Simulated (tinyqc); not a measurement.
From a target wavelength to the width: optical transitions of a finite quantum well. Two cases, with inputs chosen for the exercise.

Problem. Which width puts the e1-hh1 edge, hc/(Eg + e1 + hh1), at the wavelength below?

Each carrier sees a square well of width L with its own depth V and masses m (inside), mb (outside); c = hbar^2/2m0, k = sqrt(m E/c), kappa = sqrt(mb (V - E)/c), and level n solves k L + 2 atan[(k/m)/(kappa/mb)] = n pi. The envelope is cos(kz) for odd n and sin(kz) for even n inside, joins exp(-kappa (|z| - L/2)) outside, and is normalised to 1. Excitons and band mixing are left out.

Constants: hbar^2/2m0 = 3.80998211 eV angstrom^2; hc = 1239.841984 eV nm.

Case 1.

Values chosen (near those of an InGaAs well in InAlAs; not measured data): Eg = 0.802 eV (gap of the well); Vc = 0.521 eV (conduction offset); Vv = 0.206 eV (valence offset); me = 0.0405 m0 (electron, well); meb = 0.0729 m0 (electron, barrier); mh = 0.368 m0 (heavy hole along z, well); mhb = 0.42 m0 (heavy hole, barrier).

edge wavelength = 1442.997 nm

Case 2.

Values chosen (near those of an InGaAs well in InP; not measured data): Eg = 0.802 eV (gap of the well); Vc = 0.256 eV (conduction offset); Vv = 0.354 eV (valence offset); me = 0.0422 m0 (electron, well); meb = 0.0773 m0 (electron, barrier); mh = 0.388 m0 (heavy hole along z, well); mhb = 0.505 m0 (heavy hole, barrier).

edge wavelength = 1470.343 nm

Find: e1 + hh1 needed; L; e1; hh1.

Solution. Both confinement energies fall steadily with L, so their sum meets the target once; bisection in L finds it.

Case 1.

e1 + hh1 needed = 57.2 meV
L = 101.0 angstrom
e1 = 49.6 meV
hh1 = 7.6 meV

Case 2.

e1 + hh1 needed = 41.2 meV
L = 110.0 angstrom
e1 = 34.7 meV
hh1 = 6.5 meV

Computed by tinyqc, one run a case: `OMP_NUM_THREADS=1 python tinyqc.py N N+1 out.jsonl` with N = 1280630, 1280674; one thread of a shared Intel(R) Xeon(R) Processor @ 2.30GHz, about 0.1 s a run at most.
